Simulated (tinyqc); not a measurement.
Cyclotron resonance of ellipsoidal valleys, Si type: one step. Cyclotron masses and resonance fields. Three cases, with inputs chosen for the exercise.

Task: For each axis, mc and B = h nu mc/(2 muB).

Valleys along [100], [010], [001] (each with its opposite partner), mass ml along the axis and mt across it. B lies in the (1-10) plane, b = (sin(theta)/sqrt2, sin(theta)/sqrt2, cos(theta)). For the angle phi between B and the axis, 1/mc^2 = cos^2(phi)/mt^2 + sin^2(phi)/(mt ml). Resonance: h nu = 2 muB B/mc, h = 2 pi hbar.

Constants: hbar = 6.58211957e-16 eV s; muB = 5.788381798e-05 eV/T.

Case 1.

Values chosen (out of a larger set: near those of Si; not measured data): ml = 0.936 m0 (longitudinal mass); mt = 0.196 m0 (transverse mass); nu = 24 GHz (microwave frequency).

cos^2(phi): [100] 0.367368, [010] 0.367368, [001] 0.265264

Case 2.

Values chosen (out of a larger set: near those of Si; not measured data): ml = 0.877 m0 (longitudinal mass); mt = 0.19 m0 (transverse mass); nu = 9.4 GHz (microwave frequency).

cos^2(phi): [100] 0.457259, [010] 0.457259, [001] 0.085481

Case 3.

Values chosen (out of a larger set: near those of Si; not measured data): ml = 0.926 m0 (longitudinal mass); mt = 0.192 m0 (transverse mass); nu = 140 GHz (microwave frequency).

cos^2(phi): [100] 0.241275, [010] 0.241275, [001] 0.517450

Give: Resonances.

Result:

Case 1.

Resonances:
```
axis   mc (m0)   B (T)
[100]   0.2772  0.2377
[010]   0.2772  0.2377
[001]   0.3028  0.2596
```

2 distinct masses appear; the limits are mt = 0.196 (B along the axis) and sqrt(ml mt) = 0.4283 (B across it).

Case 2.

Resonances:
```
axis   mc (m0)   B (T)
[100]   0.2506  0.0842
[010]   0.2506  0.0842
[001]   0.3568  0.1198
```

2 distinct masses appear; the limits are mt = 0.19 (B along the axis) and sqrt(ml mt) = 0.4082 (B across it).

Case 3.

Resonances:
```
axis   mc (m0)   B (T)
[100]   0.3041  1.5210
[010]   0.3041  1.5210
[001]   0.2443  1.2220
```

2 distinct masses appear; the limits are mt = 0.192 (B along the axis) and sqrt(ml mt) = 0.4217 (B across it).

Computed by tinyqc, one run a case: `OMP_NUM_THREADS=1 python tinyqc.py N N+1 out.jsonl` with N = 1251738, 1251942, 1252048; one thread of a shared Intel(R) Xeon(R) Processor @ 2.30GHz, about 0.01 s a run at most.
